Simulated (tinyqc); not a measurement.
From results to parameters: two-site tight-binding chain. Computed by the program tinyqc.

Problem. A two-site chain has site energies +delta (A) and -delta (B) and hoppings t1 > t2 > 0, so E = +/- sqrt(delta^2 + |t1 + t2 exp(-ika)|^2). Find delta, t1 and t2.

upper band at k = 0 = 2.807454 eV
upper band at the zone edge = 1.367406 eV
weight of the upper band on site A at the zone edge = 0.913191

Solution. The weight on A is (1 + delta/E)/2, which gives delta; then t1 + t2 = sqrt(E(0)^2 - delta^2) and t1 - t2 = sqrt(E(edge)^2 - delta^2).

delta, t1, t2 (eV): 1.1300  1.6700  0.9000
